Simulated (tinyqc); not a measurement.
Inside a calculation. Model: modulation-doped quantum well, Poisson-Schroedinger loop.

Numbers from tinyqc (`OMP_NUM_THREADS=1 python tinyqc.py 2140114 2140115 out.jsonl`; about 0.3 s on one thread of a shared Intel Xeon 2.30GHz). Printed values are rounded.

A well of width L centred at z = 0 between barriers Vb; effective-mass electrons, parabolic bands. The electrons come from donor sheets outside the mesh, a share fL of Ns on the left and the rest on the right, so the structure is neutral. Energies are counted from the band edge of the well, with U = 0 on the first node in the Hartree part.

Parameters, values chosen for the exercise; material values close to those of In0.53Ga0.47As in InP:

| symbol | value | unit | meaning |
|---|---|---|---|
| T | 4.2 | K | temperature |
| md | 0.0399 | m0 | in-plane mass |
| Vb | 0.251 | eV | barrier height |
| eps_r | 13.9 |  | relative permittivity (all layers) |
| L | 11 | nm | well width |
| hz | 1.1 | nm | mesh step |
| Ns | 2.1e12 | cm^-2 | sheet density of electrons |
| fL | 0 |  | share of the donors on the left side |
| Fz | 0 | kV/cm | applied field along z |
| a | 0.5 |  | mixing factor |

Constants: q = 1.602176634e-19 C, kB = 1.380649e-23 J/K, hbar = 1.054571817e-34 J s, m0 = 9.1093837015e-31 kg, Vt = kB T/q, eps0 = 8.8541878128e-14 F/cm where lengths are in cm, hbar^2/(2 m0) = 0.0380998212 eV nm^2. Results are converted to the units shown.

Range of the model: The highest level kept or the Fermi level comes near the barrier edge at an end of the mesh, so the hard walls there affect the result. The Fermi level lies more than 0.15 eV above the band edge, where non-parabolicity matters for so light a mass. The highest level kept holds over 3 % of the electrons, so higher levels would take a share too.

## Fixed part of the potential

z, node 1 to 20 (nm): -10.45  -9.35  -8.25  -7.15  -6.05  -4.95  -3.85  -2.75  -1.65  -0.55  0.55  1.65  2.75  3.85  4.95  6.05  7.15  8.25  9.35  10.45

V0 = 0 in the well and Vb outside, plus q Fz z (1 kV/cm = 1e-4 eV/nm).

fixed potential V0, node 1 to 20 (eV): 0.251000  0.251000  0.251000  0.251000  0.251000  0.000000  0.000000  0.000000  0.000000  0.000000  0.000000  0.000000  0.000000  0.000000  0.000000  0.251000  0.251000  0.251000  0.251000  0.251000

## Round 1: levels and probability densities

self-consistent potential U at the start, node 1 to 20 (eV): 0  0  0  0  0  0  0  0  0  0  0  0  0  0  0  0  0  0  0  0
mass on the intervals 1/2, 3/2, ... (mean of both at an interface) (m0): 0.0811  0.0811  0.0811  0.0811  0.0811  0.06155  0.042  0.042  0.042  0.042  0.042  0.042  0.042  0.042  0.042  0.06155  0.0811  0.0811  0.0811  0.0811  0.0811

Tridiagonal Hamiltonian with psi = 0 one step beyond both ends: H_ii = C (1/m_(i-1/2) + 1/m_(i+1/2))/hz^2 + V0_i + U_i, H_(i,i+1) = -C/(m_(i+1/2) hz^2), C = hbar^2/(2 m0). The lowest 2 level(s) are kept, normalised to hz sum |psi|^2 = 1.

levels (eV): E1 0.032750, E2 0.134699

```
node  |psi|^2 of E1 (1/nm)  |psi|^2 of E2 (1/nm)
1                 0.000022              0.000272
2                 0.000142              0.001436
3                 0.000670              0.004992
4                 0.002958              0.015522
5                 0.012877              0.046585
6                 0.042738              0.111659
7                 0.068297              0.125922
8                 0.092735              0.097219
9                 0.111829              0.045250
10                0.122279              0.005689
11                0.122279              0.005689
12                0.111829              0.045250
13                0.092735              0.097219
14                0.068297              0.125922
15                0.042738              0.111659
16                0.012877              0.046585
17                0.002958              0.015522
18                0.000670              0.004992
19                0.000142              0.001436
20                0.000022              0.000272
```

## Round 1: Fermi level and occupations

Level k holds N_k = D_k Vt ln(1 + exp((EF - E_k)/Vt)) with D = md m0 q/(pi hbar^2) per eV (spin included); EF is fixed by sum N_k = Ns.

EF = 0.146722 eV
N_k (cm^-2): E1 1.89961e12, E2 2.00386e11

## Round 1: density, output potential and mixing

n_i = sum_k N_k |psi_k|^2 (converted to cm^-3). Hartree part by Gauss: on the interval after node i the enclosed sheet charge is S_i = fL Ns - hz sum_(j<=i) n_j, and U_(i+1) = U_i + q S_i hz/(eps0 eps_r) in eV, U_1 = 0. Mixing: U(new) = U + a (U(out) - U).

```
node  n (1e18 cm^-3)  U(out) (eV)  U after round 1 (eV)
1            0.00095     0.000000              0.000000
2            0.00557    -0.000002             -0.000001
3            0.02273    -0.000012             -0.000006
4            0.08730    -0.000058             -0.000029
5            0.33797    -0.000241             -0.000121
6            1.03561    -0.000957             -0.000479
7            1.54970    -0.003305             -0.001652
8            1.95641    -0.008093             -0.004046
9            2.21499    -0.015963             -0.007982
10           2.33422    -0.027322             -0.013661
11           2.33422    -0.042358             -0.021179
12           2.21499    -0.061071             -0.030535
13           1.95641    -0.083272             -0.041636
14           1.54970    -0.108556             -0.054278
15           1.03561    -0.136280             -0.068140
16           0.33797    -0.165636             -0.082818
17           0.08730    -0.195524             -0.097762
18           0.02273    -0.225550             -0.112775
19           0.00557    -0.255611             -0.127806
20           0.00095    -0.285682             -0.142841
```

## Course of the self-consistent loop

Start from U = 0. Stop when the largest |U(out) - U| is below 1e-7 eV, or after 120 rounds.

Course of the iteration:
```
round  level E1 (eV)   EF (eV)  largest |U(out) - U| (eV)
1          0.0327504  0.146722                      0.286
2         0.00520562  0.118169                      0.113
3        -0.00325398  0.109564                     0.0465
4        -0.00513501  0.107256                     0.0198
5        -0.00532051  0.106735                    8.77e-3
6        -0.00520074  0.106660                    4.01e-3
7        -0.00508876  0.106672                    1.88e-3
8        -0.00502301  0.106690                    8.94e-4
9        -0.00498983  0.106700                    4.30e-4
...              ...       ...                        ...
13       -0.00496299  0.106708                    2.43e-5
14       -0.00496246  0.106708                    1.19e-5
15       -0.00496224  0.106708                    5.83e-6
16       -0.00496215  0.106708                    2.86e-6
17       -0.00496212  0.106708                    1.40e-6
18       -0.00496210  0.106708                    6.89e-7
19       -0.00496210  0.106708                    3.39e-7
20       -0.00496210  0.106708                    1.67e-7
21       -0.00496210  0.106708                    8.20e-8
```

Converged in 21 rounds. Towards the end the residual shrinks by a factor of about 0.49 a round.

## Converged levels, occupations and centroid

converged U, node 1 to 20 (eV): 0.000000  -0.000001  -0.000005  -0.000024  -0.000104  -0.000434  -0.001568  -0.003964  -0.008080  -0.014362  -0.023283  -0.035368  -0.051162  -0.071073  -0.095088  -0.122496  -0.151410  -0.180975  -0.210859  -0.240890

Solve for the levels with V0 + U, find EF, n_i = sum_k N_k |psi_k|^2 (in cm^-3); share of each level N_k/Ns; centroid sum n z/sum n.

levels (eV): E1 -0.0049621, E2 0.0923842
EF = 0.106708 eV
shares (%): E1 88.6314, E2 11.3686
n, node 1 to 20 (in units of 1e18 cm^-3): 0.00036  0.00221  0.00953  0.03883  0.15884  0.50978  0.80162  1.09160  1.37589  1.67486  2.00830  2.35491  2.61385  2.60484  2.15467  0.95604  0.41297  0.20225  0.09357  0.02598
centroid = 1.63846 nm

With 400 intervals across the well and the same walls, E2 - E1 = 98.57 meV and EF - E1 = 112.3 meV; this mesh gives 97.35 and 111.7 meV.
